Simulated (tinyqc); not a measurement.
# Worked calculation: hot electrons in a saturated n-channel MOSFET, lucky-electron model

tinyqc, about 0.01 s, one thread, Intel Xeon 2.30GHz (shared host): `OMP_NUM_THREADS=1 python tinyqc.py 2550125 2550126 out.jsonl` Printed values are rounded.

Beyond pinch-off the lateral field grows as Esat cosh(y/l) over the velocity-saturated region (pseudo-two-dimensional model). Impact ionisation in this region gives the substrate current, which biases the body forward through Rsub. Currents are per width. Local-field laws: they overstate ionisation when the field peak is narrower than an energy relaxation length.

Parameters, values chosen for the exercise; values close to those of silicon n-channel devices:
```
symbol   value        unit                                   meaning
L          0.5          um                            channel length
tox        9.1          nm                           oxide thickness
xj         130          nm                            junction depth
VT        0.73           V                                 threshold
mu         250  cm^2/(V s)                        effective mobility
vs       7.4e6        cm/s                       saturation velocity
Ai         2e6        1/cm                      ionisation prefactor
Bi        1.66       MV/cm                          ionisation field
Rd         200      ohm um     resistance of the lightly doped drain
Rsub      8900      ohm um                      substrate resistance
kb        0.32              fall of VT per volt of forward body bias
lm           9          nm               hot-electron mean free path
pb         3.2           V                             oxide barrier
Cg      0.0012                         prefactor of the gate current
m            3                                     lifetime exponent
Hl       14000     s uA/um                         lifetime constant
Vd         3.3           V                             drain voltage
Vg         1.8           V                              gate voltage
```

Constants: eps0 = 8.8541878128e-14 F/cm where lengths are in cm. Results are converted to the units shown.

## Length and field scales

Cox = 3.9 eps0/tox, l = sqrt(3 tox xj), Esat = 2 vs/mu.

Cox = 0.379465 uF/cm^2
l = 59.5735 nm
Esat = 0.0592 MV/cm
Esat L = 2.96 V

## Iteration 1: body bias from the substrate current

Vb at the start = 0 V

Cox = 3.9 eps0/tox. Overdrive g = Vg - VT + kb Vb; Vdsat = g Esat L/(g + Esat L); Id = Cox vs (g - Vdsat); dV = Vd - Id Rd - Vdsat; Em = sqrt((dV/l)^2 + Esat^2); Isub = Id (Ai/Bi) l Em exp(-Bi/Em). Vb(new) = Rsub Isub.

Vdsat = 0.785906 V
Id = 79.7749 uA/um
dV = 2.49814 V
Em = 0.423496 MV/cm
Isub = 4.81239 uA/um
Vb after iteration 1 = 0.0428303 V

## Iteration 2: body bias from the substrate current

As before.

Vdsat = 0.793275 V
Id = 81.5543 uA/um
dV = 2.49041 V
Em = 0.422212 MV/cm
Isub = 4.84670 uA/um
Vb after iteration 2 = 0.0431357 V

## Course of the iteration: body bias from the substrate current

Stop when Vb changes by less than 1e-9 V, or after 60 iterations.

Course of the iteration:
```
iteration     Vb (V)  |change| (V)
1          0.0428303        0.0428
2          0.0431357       3.05e-4
3          0.0431378       2.14e-6
4          0.0431378       1.50e-8
5          0.0431378      1.05e-10
```

Converged in 5 iterations. At the end each change is about 0.0070 times the one before: linear convergence.

## Gate current, lifetime and channel shortening

Id = 81.5671 uA/um
dV = 2.49036 V
Em = 0.422203 MV/cm
Isub = 4.84695 uA/um

Ig = Cg Id exp(-pb/(lm Em)); lifetime tau = (Hl/Id)(Isub/Id)^(-m); length of the saturated region dL = l ln[(dV/l + Em)/Esat]. 1 year = 3.15576e7 s.

Isub/Id = 0.0594228
Ig = 21.5431 pA/um
tau = 0.0259209 years
dL = 158.034 nm

The lifetime misses ten years. Integrating Ai exp(-Bi/E) over the cosh profile gives Isub/Id = 0.0497, so the closed form is 20 % above it.
